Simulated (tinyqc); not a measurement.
Worked calculation: CID on RHF in the 6-311g basis, for H-, spin multiplicity 1. The basis has no diffuse functions, so it cannot describe the extra electron: this is an exercise in the method, not the real anion. One step of it, computed by the program tinyqc.

Problem. CID: determinants and Hamiltonian. Slater-Condon rules over spin orbitals, with the nuclear repulsion added and E(HF) subtracted on the diagonal.

one-electron integrals over orbitals h = C^T H C (hartree):
```
           1          2         3
1  -0.462958  -0.131518  0.034441
2  -0.131518   0.000966  0.148299
3   0.034441   0.148299  1.874628
```

Two-electron integrals over orbitals (pq|rs), unique and non-zero (hartree):
```
(11|11) 0.459245    (21|11) 0.131518    (21|21) 0.102796    (22|11) 0.420424
(22|21) 0.120042    (22|22) 0.396446    (31|11) -0.034441   (31|21) -0.050137
(31|22) -0.050440   (31|31) 0.077965    (32|11) -0.099218   (32|21) -0.084884
(32|22) -0.101309   (32|31) 0.082157    (32|32) 0.106288    (33|11) 0.585452
(33|21) 0.253060    (33|22) 0.554751    (33|31) -0.175866   (33|32) -0.271735
(33|33) 1.026164
```

nuclear repulsion = 0 hartree

Hartree-Fock energy = -0.46667188 hartree

Give: determinants; H - E(HF) between determinants.

Solution.

Occupation strings over the orbitals (2 doubly, a alpha, b beta, 0 empty; spin orbitals ordered 1a 1b 2a 2b ...): 200 020 0ab 0ba 002

H - E(HF) between determinants (hartree):
```
         200      020      0ab      0ba      002
200   0.0000   0.1028  -0.0501   0.0501   0.0780
020   0.1028   0.8650   0.0470  -0.0470   0.1063
0ab  -0.0501   0.0470   2.8970  -0.1063  -0.1234
0ba   0.0501  -0.0470  -0.1063   2.8970   0.1234
002   0.0780   0.1063  -0.1234   0.1234   5.2421
```
